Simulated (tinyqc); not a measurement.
Charge control and current of a heterostructure field-effect transistor. Changing the polarisation charge sigma/e. Computed by tinyqc, a small Python program. Command: `OMP_NUM_THREADS=1 python tinyqc.py 3014180 3014181 out.jsonl hemt sweep`. One thread of a shared host (Intel(R) Xeon(R) Processor @ 2.30GHz), about 0.01 s of CPU time with the checks.

Two subbands in a triangular well; E_F is counted from the conduction band edge of the channel at the interface.

Inputs (values chosen for the exercise, modelled on AlGaN/GaN):
```
quantity                                value        unit
channel mass m                            0.2         m_0
permittivity eps (barrier and channel)   9.78           -
barrier thickness d                        35          nm
Schottky barrier phi_B                    1.1          eV
conduction band offset dE_c              0.41          eV
gate voltage V_G                            0           V
mobility mu                              1600  cm^2/(V s)
saturation velocity v_s                   1.6    1e7 cm/s
gate length L                             150          nm
source resistance R_S                       0      ohm mm
temperature T                             300           K
mixing                                    0.3           -
iteration cap                             200           -
```

Charge source: polarisation. Velocity law: two-piece.

Constants: e = 1.602176634e-19 C; eps_0 = 8.8541878128e-12 F/m; k_B = 8.617333262e-05 eV/K; hbar = 1.054571817e-34 J s; m_0 = 9.1093837015e-31 kg; k_B = 1.380649e-23 J/K.

Method:
- Threshold V_T = phi_B - dE_c - sigma d/(eps eps_0) (in volts); C_b = eps eps_0/d.
- Charge control: n_s = C_b (V_G - V_T - E_F/e)/e. Well: mean field F = e n_s/(2 eps eps_0), E_i = (hbar^2/2m)^(1/3) [(3 pi e F/2)(i + 3/4)]^(2/3), i = 0, 1; n_s = D k_B T sum_i ln(1 + exp((E_F - E_i)/k_B T)), D = m/(pi hbar^2), which is solved in closed form for E_F.
- Iteration from n_s = C_b (V_G - V_T)/(2e): E_F from n_s, n_out from the charge control, n_new = n_s + mixing (n_out - n_s), kept above n_s/10; stop when |n_out/n_s - 1| < 1e-9.
- C_g = e dn_s/dV_G = 1/(1/C_b + 1/C_q), 1/C_q = d(E_F/e)/d(e n_s) by a central difference of +/- 0.1 % in n_s; added distance dd = eps eps_0/C_q.
- With V = e n_s/C_g and V_c = v_s L/mu: for v = mu F up to v_s, I/W = C_g v_s V_c (sqrt(1 + (V/V_c)^2) - 1) and V_Dsat = V + V_c - sqrt(V^2 + V_c^2); g_m = dI/dV; extrinsic g_m/(1 + g_m R_S); f_T = g_m/(2 pi C_g L).

One run for each value; columns: (1) polarisation charge sigma/e (1/cm^2); (2) sheet density n_s (1/cm^2); (3) threshold voltage V_T (V); (4) E_F (meV); (5) saturation current I/W (mA/mm):
```
(1)              (2)      (3)     (4)     (5)
6.00e+12  4.6055e+12   -3.195  213.05  1125.8
9.50e+12  7.9292e+12   -5.462  327.19  1976.9
1.20e+13  1.0315e+13   -7.081  401.22  2588.1
1.50e+13  1.3185e+13   -9.024  485.39  3323.5
1.90e+13  1.7020e+13  -11.614  592.28  4306.4
2.40e+13  2.1823e+13  -14.852  719.82  5537.5
3.00e+13  2.7597e+13  -18.737  866.39  7017.4
```

Give the missing row, polarisation charge sigma/e (1/cm^2) = 7.60e+12.

Computed row; columns: (1) polarisation charge sigma/e (1/cm^2); (2) sheet density n_s (1/cm^2); (3) threshold voltage V_T (V); (4) E_F (meV); (5) saturation current I/W (mA/mm):
```
(1)              (2)     (3)     (4)     (5)
7.60e+12  6.1217e+12  -4.232  267.33  1513.9
```

Interpolating between the two neighbouring rows (linearly) misses most in E_F (meV), by 0.78 %. Over the rows, sheet density n_s (1/cm^2) rises from 4.61e12 to 2.76e13 (exponent d ln y / d ln x 1.2 between the first rows and 1.1 between the last); threshold voltage V_T (V) falls from -3.20 to -18.7 (exponent d ln y / d ln x 1.2 between the first rows and 1.0 between the last); E_F (meV) rises from 213 to 866 (exponent d ln y / d ln x 0.96 between the first rows and 0.83 between the last).

Caution (rows 1.50e13, 1.90e13, 2.40e13, 3.00e13): E_F lies above the conduction band minimum of the barrier, so electrons would spill into the barrier.

Extremes, crossings and ranges named in words are read from the listed rows.
